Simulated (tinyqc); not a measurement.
Free and trapped electrons in a MOS channel with a dense trap tail: one step of the calculation.

p-type body, charge-sheet picture, full ionisation (an idealisation for deep acceptors), Boltzmann statistics for free electrons. e = Ec - EF at the surface. Acceptor-like traps of density D(E) = D0 + De exp(-E/Ew) at depth E below Ec, from 0 to Eu, hold n_t = integral of D(E)/(1 + exp((e - E)/Vt)). psi = Eg - Vt ln(Nv/Na) - e; N_dep = sqrt(2 eps0 eps_r Na (psi - Vt)/q); n_f = sqrt(N_dep^2 + 2 eps0 eps_r Vt Nc exp(-e/Vt)/q) - N_dep; Vg = Vfb + psi + q (N_dep + n_t + n_f)/Cox, Cox = eps0 eox/tox.

Question. Charges and gate voltage. psi, N_dep, n_f and Vg as defined, with the n_t given; free share n_f/(n_f + n_t); apparent mobility mf n_f/(n_f + n_t); gate voltage spent on traps q n_t/Cox.

Parameters, values chosen for the exercise; band and dielectric values close to those of 4H silicon carbide:
```
symbol,value,unit,meaning
T,300,K,temperature
Eg,3.25,eV,band gap
eps_r,9.88,,relative permittivity
Nc,1.67e19,cm^-3,conduction-band density of states at T
Nv,2.45e19,cm^-3,valence-band density of states at T
eox,3.9,,relative permittivity of the insulator
tox,54,nm,insulator thickness
Na,1.4e16,cm^-3,acceptor density
Vfb,-2.24,V,flat-band voltage without trapped charge
mf,91,cm^2/(V s),mobility of free electrons
e,0.091,eV,Ec - EF at the surface
```

Constants: q = 1.602176634e-19 C, kB = 1.380649e-23 J/K, Vt = kB T/q, eps0 = 8.8541878128e-14 F/cm where lengths are in cm. Results are converted to the units shown.

n_t = 2.1129244e12 cm^-2

Find: psi; N_dep; n_f; Vg; free share; apparent mobility; gate voltage spent on traps.

Answer.

psi = 2.9660 V
N_dep = 6.7044e11 cm^-2
n_f = 9.7044e10 cm^-2
Vg = 7.9427 V
free share = 4.3912 %
apparent mobility = 3.9960 cm^2/(V s)
gate voltage spent on traps = 5.2939 V

tinyqc, about 0.02 s, one thread, Intel Xeon 2.30GHz (shared host): `OMP_NUM_THREADS=1 python tinyqc.py 2222211 2222212 out.jsonl`
